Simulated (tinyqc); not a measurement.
Interdiffusion of a quantum well during annealing: blurred potential and shift of the confined levels: one step, computed by the program tinyqc. Command: `OMP_NUM_THREADS=1 python tinyqc.py 3019113 3019114 out.jsonl qwi walk`. One thread of a shared host (Intel(R) Xeon(R) Processor @ 2.30GHz), about 0.07 s of CPU time with the checks.

A square well of width w is blurred by Fick diffusion with a constant coefficient; band offsets are linear in composition, masses are uniform, and strain and excitons are ignored.

Question. Diffusion length. D = D0 exp(-E/(k_B T)); L = sqrt(D t); share of well material at the centre erf(w/(4L)); 1 nm = 1e-7 cm. Temperatures in kelvin are T(C) + 273.15.

Inputs (values chosen for the exercise, modelled on SiGe in silicon (holes and electrons as a model)):
```
quantity,value,unit
well width w,2.6,nm
prefactor D0,1.3,cm^2/s
activation energy E,3.99,eV
anneal temperature T,990,C
anneal time t,24,s
```

Constants: k_B = 8.617333262e-05 eV/K.

Give: diffusivity D; diffusion length L; ratio L/w; share at the centre.

Answer.

diffusivity D = 1.5647e-16 cm^2/s

diffusion length L = 0.61281 nm

ratio L/w = 0.23570

share at the centre = 0.86639
